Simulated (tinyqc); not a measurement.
# Free and trapped electrons in a MOS channel with a dense trap tail: two studies

p-type body, charge-sheet picture, full ionisation (an idealisation for deep acceptors), Boltzmann statistics for free electrons. e = Ec - EF at the surface. Acceptor-like traps of density D(E) = D0 + De exp(-E/Ew) at depth E below Ec, from 0 to Eu, hold n_t = integral of D(E)/(1 + exp((e - E)/Vt)). psi = Eg - Vt ln(Nv/Na) - e; N_dep = sqrt(2 eps0 eps_r Na (psi - Vt)/q); n_f = sqrt(N_dep^2 + 2 eps0 eps_r Vt Nc exp(-e/Vt)/q) - N_dep; Vg = Vfb + psi + q (N_dep + n_t + n_f)/Cox, Cox = eps0 eox/tox.

Values chosen for this exercise; band and dielectric values close to those of 4H silicon carbide:

| symbol | value | unit | meaning |
|---|---|---|---|
| T | 300 | K | temperature |
| Eg | 3.31 | eV | band gap |
| eps_r | 9.71 |  | relative permittivity |
| Nc | 1.72e19 | cm^-3 | conduction-band density of states at T |
| Nv | 2.5e19 | cm^-3 | valence-band density of states at T |
| eox | 3.9 |  | relative permittivity of the insulator |
| tox | 60 | nm | insulator thickness |
| Na | 1.2e16 | cm^-3 | acceptor density |
| Vfb | -2.48 | V | flat-band voltage without trapped charge |
| D0 | 4.5e10 | cm^-2 eV^-1 | constant background density of acceptor-like traps |
| De | 5.7e13 | cm^-2 eV^-1 | density of the tail at the conduction edge |
| Ew | 0.1 | eV | decay energy of the tail |
| Eu | 0.71 | eV | depth below Ec down to which the traps reach |
| mf | 72 | cm^2/(V s) | mobility of free electrons |

Constants: q = 1.602176634e-19 C, kB = 1.380649e-23 J/K, Vt = kB T/q, eps0 = 8.8541878128e-14 F/cm where lengths are in cm. Results are converted to the units shown.

Each table varies one quantity; the others keep the values above.

## Free and trapped charge against gate voltage

Free share n_f/(n_f + n_t); swing ln 10 n_f/(dn_f/dVg); field-effect mobility mf q (dn_f/dVg)/Cox, for a constant mf; oxide field q (N_dep + n_t + n_f)/(eps0 eox).

Results:
```
Vg (V),e (eV),n_f (cm^-2),n_t (cm^-2),free share (%),swing (mV/decade),field-effect mobility (cm^2/(V s)),oxide field (MV/cm)
2.3,0.3840,1.430e6,1.470e11,9.725e-4,313.7,0.002103,0.3419
4.1,0.2210,7.611e8,7.167e11,0.1061,1253,0.2803,0.6148
6,0.1557,9.352e9,1.360e12,0.6828,2369,1.822,0.9205
7.9,0.1164,4.143e10,1.992e12,2.037,3631,5.267,1.231
9.8,0.08860,1.142e11,2.589e12,4.224,5129,10.28,1.543
13.5,0.05052,4.076e11,3.607e12,10.15,8672,21.69,2.153
15.4,0.03528,6.428e11,4.048e12,13.70,1.060e4,27.99,2.467
17.3,0.02167,9.396e11,4.427e12,17.51,1.250e4,34.70,2.782
```

Estimate the missing row, Vg = 11.7 V.

Computed row:
```
Vg (V),e (eV),n_f (cm^-2),n_t (cm^-2),free share (%),swing (mV/decade),field-effect mobility (cm^2/(V s)),oxide field (MV/cm)
11.7,0.06722,2.385e11,3.138e12,7.064,6875,16.01,1.856
```

With this row back in the table: n_f reaches 1e11 cm^-2 at Vg = 9.51 V, against 2.55 V without traps. The free share rises from 9.72e-4 to 17.5 % and the field-effect mobility rises from 0.00210 to 34.7 cm^2/(V s), although mf = 72 is constant: in the last row 48.2 % of Cox dVg goes into free electrons. The swing in the first row is 314 mV a decade (Vt ln 10 = 59.5). For Vg = 13.5, 15.4, 17.3 EF lies less than 2 Vt below the band edge, or above it, where degeneracy and confinement, left out, matter.

## Effect of the acceptor density

Vfb is held fixed. VT is the Vg for n_f = 1e11 cm^-2; swing ln 10 n_f/(dn_f/dVg) at n_f = 1e8 cm^-2; the last three columns are for Vg = VT + 4.8 V, with free share n_f/(n_f + n_t) and field-effect mobility mf q (dn_f/dVg)/Cox; there EF is near the band edge, where Boltzmann statistics are rough.

Effect of the acceptor density:
```
Na (cm^-3),e at VT (eV),VT (V),q n_t/Cox at VT (V),swing (mV/decade),n_f (cm^-2),free share (%),field-effect mobility (cm^2/(V s))
1e15,0.1204,6.553,5.335,569.8,4.837e11,13.01,21.38
2e15,0.1131,7.173,5.724,619.1,4.904e11,12.71,22.13
6e15,0.1006,8.454,6.445,708.4,4.979e11,12.09,23.44
1e16,0.09452,9.210,6.823,755.4,5.001e11,11.76,24.09
3e16,0.08105,11.33,7.724,870.8,5.041e11,11.02,25.70
8e16,0.06871,14.03,8.623,994.1,5.115e11,10.45,27.70
2e17,0.05701,17.64,9.527,1132,5.289e11,10.15,30.61
5e17,0.04520,22.86,10.47,1299,5.656e11,10.21,35.26
```

Read the table: what changes, and by how much?

As Na goes from 1e15 to 5e17, VT rises from 6.55 to 22.9 V, its part due to traps rises from 5.34 to 10.5 V, the swing rises from 570 to 1300 mV/decade and the field-effect mobility rises from 21.4 to 35.3 cm^2/(V s). Most of the rise of VT is depletion charge; the trap part grows since the same n_f needs EF nearer the band edge at heavier doping. For Na = 5e17 e is under 2 Vt already at VT, so VT too is rough.

tinyqc, about 0.02 s, one thread, Intel Xeon 2.30GHz (shared host): `OMP_NUM_THREADS=1 python tinyqc.py 2222048 2222049 out.jsonl`
